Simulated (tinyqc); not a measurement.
What moves the results: short-period [001] superlattice in sp3s* tight binding. A value that a table varies takes the place of the one given here.

Planes alternate anion, cation along [001], a/4 apart; at zero in-plane momentum s, pz, s* form one block. All levels of A are shifted so that its Ev (lower root of [[Epa, Vxx], [Vxx, Epc]]) is 0, and those of B so that its Ev is -dEv. A monolayer is an anion plane and the cation plane above it; an anion between unlike cations takes the mean of the two anion levels; each bond takes the couplings of its cation. Block from an anion to the cation above: U with Vss/2 (s,s), Vsapc/2 (s,z), -Vscpa/2 (z,s), Vxx/2 (z,z), Vxapc/2 (s*,z), -Vpaxc/2 (z,s*); to the cation below: the same with the s-z and s*-z signs reversed. The cell of n + m monolayers is closed with the phase exp(2 pi i q). No spin-orbit coupling. In this block 2 (n + m) levels are filled.

For the two lowest empty levels at q = 0: energy, share of the cation weight on A, and Gamma character, the share of the cation amplitudes with Fourier index |j|/(n + m) < 1/4 along the stack (near 1: Gamma-like, near 0: folded from X).

Values chosen for the exercise (A near a published set for GaAs, B for AlAs; not measured data):

| symbol | value | unit | meaning |
|---|---|---|---|
| pA | (-8.342, 1.04, -2.655, 3.667, 8.597, 6.749, -6.465, 1.957, 5.086, 4.478, 5.776, 4.854, 4.795) | eV | order Esa, Epa, Esc, Epc, Exa, Exc, Vss, Vxx, Vxy, Vsapc, Vscpa, Vxapc, Vpaxc |
| pB | (-7.548, 0.98, -1.161, 3.577, 7.471, 6.732, -6.654, 1.875, 4.287, 5.106, 5.481, 4.523, 5.001) | eV | the same for B |
| dEv | 0.47 | eV | valence offset: Ev(B) lies this far below Ev(A) |
| a | 5.658 | angstrom | lattice constant, taken common; strain is left out |
| nw | 8 |  | monolayers of A |
| n2 | 6 |  | monolayers of A |
| m2 | 6 |  | monolayers of B |

## Equal layers of growing thickness

n = m.

Lowest empty levels:

| n = m | layer (angstrom) | E1 (eV) | on A | Gamma | E2 (eV) | on A | Gamma |
|---|---|---|---|---|---|---|---|
| 2 | 5.7 | 1.9024 | 0.46 | 0.06 | 1.9754 | 0.68 | 0.87 |
| 3 | 8.5 | 1.8801 | 0.21 | 0.00 | 1.9378 | 0.76 | 0.95 |
| 4 | 11.3 | 1.8444 | 0.19 | 0.10 | 1.9120 | 0.73 | 0.91 |
| 6 | 17.0 | 1.8109 | 0.29 | 0.28 | 1.8369 | 0.69 | 0.79 |
| 8 | 22.6 | 1.7677 | 0.92 | 0.97 | 1.8071 | 0.03 | 0.03 |
| 10 | 28.3 | 1.7236 | 0.95 | 0.99 | 1.8029 | 0.00 | 0.00 |
| 12 | 33.9 | 1.6916 | 0.97 | 1.00 | 1.7995 | 0.01 | 0.00 |
| 14 | 39.6 | 1.6683 | 0.98 | 1.00 | 1.7958 | 0.00 | 0.00 |
| 18 | 50.9 | 1.6377 | 0.99 | 1.00 | 1.7931 | 0.00 | 0.00 |

What can be read from the table?

At zero in-plane momentum (the in-plane X valleys are left out) the lowest level is X-like for n = 2, 3, 4 and 6 and Gamma-like for the others (a Gamma weight between about 0.35 and 0.65 marks an even mixture, at the crossover). Thin layers push the light Gamma electron up past the heavy X electron, whose share on A runs from 0.19 to 0.46, so for n = 3, 4 and 6 it lies apart from the holes in A (type II); the crossover lies between n = 6 and 8. The crossover moves with dEv and with the electron mass, which this model makes too heavy, so it comes at thinner layers than in the real system. At n = 18 the lowest level lies 0.070 eV above the lowest bulk edge of the two crystals, with 99 % of its cation weight on A.

## Miniband width against barrier thickness

nw monolayers of A and m of B; lowest empty level at q = 0 and q = 1/2. The decay constant is ln(width(4)/width(6)) over two monolayers, each a/2 thick.

Lowest miniband:

| m | E(q = 0) (eV) | E(q = 1/2) (eV) | width (meV) | Gamma character |
|---|---|---|---|---|
| 1 | 1.6453 | 1.8998 | 254.474 | 0.98 |
| 2 | 1.6971 | 1.8511 | 154.004 | 0.99 |
| 3 | 1.7269 | 1.8169 | 89.997 | 0.99 |
| 4 | 1.7439 | 1.8003 | 56.444 | 0.98 |
| 5 | 1.7556 | 1.7869 | 31.306 | 0.99 |
| 6 | 1.7612 | 1.7817 | 20.509 | 0.97 |
| 8 | 1.7677 | 1.7748 | 7.037 | 0.97 |

decay constant = 0.1789 1/angstrom

How do the results move?

The width falls from 254.5 to 7.04 meV, as exp(-kappa d) with kappa = 0.179 1/angstrom, which stands for the decay constant of the barrier at this energy: each monolayer costs a factor 1.66. The level at q = 0 rises by 122 meV towards that of a single well.

## What each change does

A cell with n = n2 and m = m2. Each row changes one parameter from the base and keeps the others.

Results:

| case | E1 (eV) | A share 1 | Gamma 1 | E2 (eV) | A share 2 | Gamma 2 |
|---|---|---|---|---|---|---|
| base | 1.8109 | 0.29 | 0.28 | 1.8369 | 0.69 | 0.79 |
| n2 = 8 | 1.7612 | 0.91 | 0.97 | 1.8186 | 0.04 | 0.03 |
| m2 = 8 | 1.8049 | 0.06 | 0.05 | 1.8277 | 0.05 | 0.00 |
| dEv = 0.57 eV | 1.7184 | 0.03 | 0.01 | 1.7785 | 0.08 | 0.00 |

How do the results move?

The largest shifts from the base row, up to three for each result and ties (the steps differ in size, so this ranks the rows, not the parameters). E1 (eV): dEv -0.0925, n2 -0.0498, m2 -0.0060. A share 1: n2 +0.62, dEv -0.26, m2 -0.24. Gamma 1: n2 +0.70, dEv -0.27, m2 -0.23. E2 (eV): dEv -0.0583, n2 -0.0183, m2 -0.0092. A share 2: n2 -0.65, m2 -0.65, dEv -0.61. Gamma 2: dEv -0.79, m2 -0.79, n2 -0.76.

Computed by tinyqc, a small Python program: `OMP_NUM_THREADS=1 python tinyqc.py 1481534 1481535 out.jsonl` (the numbers bound the seed that draws the inputs); one thread of a shared host (Intel(R) Xeon(R) Processor @ 2.30GHz), about 0.3 s for the whole set of steps.
